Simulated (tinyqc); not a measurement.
Interpolating the pair or each band alone: Wannier functions of a composite (isolated) pair of valence bands (bonds of an sp chain).

Each atom has a hybrid pointing left (<) and right (>). H(k): diagonal +V3 on A, -V3 on B; <A<|A>> = -V1a, <B<|B>> = -V1b, <A>|B<> = -V2, <B>|A<> = -V2p exp(ik); k in 1/a, Bloch sums with exp(ikR). The two lowest bands are filled. Trial functions in cell 0: g1 = cos(c) A> + sin(c) B<, and g2 = sin(c) B> + cos(c) A< of cell 1, whose Bloch vector has cos(c) exp(-ik) on A<. Projection A_mn = <psi_m|g_n>, S = A^+ A, Loewdin U = A S^(-1/2), Bloch-like states w_n = sum_m psi_m U_mn, H_W(k) = U^+ diag(E) U. P = sum_m |psi_m><psi_m| is free of phase choices, and S = g^+ P g, w = P g S^(-1/2).

Inputs chosen for the exercise:

| symbol | value | unit | meaning |
|---|---|---|---|
| V2 | 2.61 | eV | coupling in the bond A-B inside the cell |
| V2p | 3.72 | eV | coupling in the bond to the next cell |
| V1a | 0.69 | eV | coupling of the two hybrids on A |
| V1b | 1.19 | eV | the same on B |
| V3 | 0.94 | eV | A at +V3, B at -V3 |
| c | 45 | degrees | trial bonds cos(c) on A, sin(c) on B |

Largest error on 25 points from 0 to pi. Pair: diagonalise the Hermitian part of sum_R exp(ikR) H(R) over the N cells nearest the origin, with H(R) the mean of exp(-ikR) H_W(k) on the mesh k = 2 pi j/N. Alone: the cosine series of each sorted band on the same mesh.

Errors (meV):

| N | pair | each band alone |
|---|---|---|
| 3 | 4.55338 | 18.73936 |
| 4 | 0.24762 | 1.65255 |
| 5 | 0.14489 | 2.13548 |
| 6 | 0.00633 | 0.21011 |
| 8 | 0.00023 | 0.03087 |
| 10 | 0.00002 | 0.00438 |
| 14 | 0.00000 | 0.00011 |

smallest spacing of the two filled bands = 1.4749 eV

How do the results move, and what explains it?

At N = 6 the pair errs by 0.0063 meV and the single bands by 0.21; at N = 10, 1.5e-05 against 0.0044. Both fall exponentially: the pair at a rate tied to the gap to the empty bands (4.47 eV), the single bands at a slower one tied to their own spacing (1.475 eV at the closest). Not every column falls at every step, since even meshes hold k = pi and odd ones do not.

tinyqc: `OMP_NUM_THREADS=1 python tinyqc.py 1451579 1451580 out.jsonl`; about 0.3 s, one thread, shared Intel(R) Xeon(R) Processor @ 2.30GHz.
